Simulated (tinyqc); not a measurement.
Metal gate on a two-layer dielectric stack with fixed charge and a dipole: threshold against doping.

Gate, layer 2, layer 1, p-type semiconductor; x runs from the gate inwards. Charges are counted in units of +q. psi is the band bending at the surface, positive towards inversion. Classical charge, Boltzmann statistics, no interface traps.

EOT = 3.9 (t1/e1 + t2/e2), Cox = eps0/(t1/e1 + t2/e2); phi_ms = pM - (chi + Eg - Vt ln(Nv/Na)). Vfb = phi_ms + Vd - (q/eps0) [Q1 (t1/e1 + t2/e2) + Q2 t2/e2 + r1 (t1^2/(2 e1) + t1 t2/e2) + r2 t2^2/(2 e2)]: each charge counts with its electrical distance from the gate. ni = sqrt(Nc Nv) exp(-Eg/(2 Vt)), Eg in volts, pB = Vt ln(Na/ni), Vth = Vfb + 2 pB + sqrt(4 q eps0 eps_r Na pB)/Cox.

Inputs (values chosen for the exercise); band and dielectric values close to those of silicon, layer 1 close to silicon nitride, layer 2 close to zirconium oxide:

| symbol | value | unit | meaning |
|---|---|---|---|
| T | 250 | K | temperature |
| Eg | 1.1 | eV | band gap |
| eps_r | 11.6 |  | relative permittivity |
| Nc | 2.12e19 | cm^-3 | conduction-band density of states at T |
| Nv | 1.99e19 | cm^-3 | valence-band density of states at T |
| chi | 4.03 | eV | electron affinity |
| pM | 4.06 | eV | work function of the gate metal |
| t1 | 1.4 | nm | thickness of layer 1, next to the semiconductor |
| e1 | 7.48 |  | relative permittivity of layer 1 |
| t2 | 1.8 | nm | thickness of layer 2, next to the gate |
| e2 | 25.4 |  | relative permittivity of layer 2 |
| Q1 | 2.2e11 | cm^-2 | fixed charge at the semiconductor interface |
| Q2 | -1.4e12 | cm^-2 | fixed charge between the layers |
| r1 | 0 | cm^-3 | uniform charge density in layer 1 |
| r2 | 2.3e18 | cm^-3 | uniform charge density in layer 2 |
| Vd | 0.13 | V | flat-band shift by a dipole layer between the layers |

Constants: q = 1.602176634e-19 C, kB = 1.380649e-23 J/K, Vt = kB T/q, eps0 = 8.8541878128e-14 F/cm where lengths are in cm. Results are converted to the units shown.

Threshold against doping:
```
Na (cm^-3),phi_ms (V),2 pB (V),Qd/Cox (V),Vth (V)
8.2e14,-0.8525,0.6636,0.003900,-0.04996
3e15,-0.8804,0.7195,0.007767,-0.01815
1.1e16,-0.9084,0.7755,0.01544,0.01752
3.9e16,-0.9357,0.8300,0.03008,0.05942
1.4e17,-0.9632,0.8851,0.05885,0.1157
5.1e17,-0.9911,0.9408,0.1158,0.2005
1.9e18,-1.019,0.9974,0.2302,0.3432
```

Vth rises from -0.0500 to 0.343 V. Of the change, phi_ms + 2 pB gives 167 mV (Vt ln 10 a decade) and the depletion charge 226 mV, growing as Na^(0.53).

Program tinyqc, `OMP_NUM_THREADS=1 python tinyqc.py 2010140 2010141 out.jsonl`; Intel Xeon 2.30GHz, shared host, one thread, about 0.01 s.
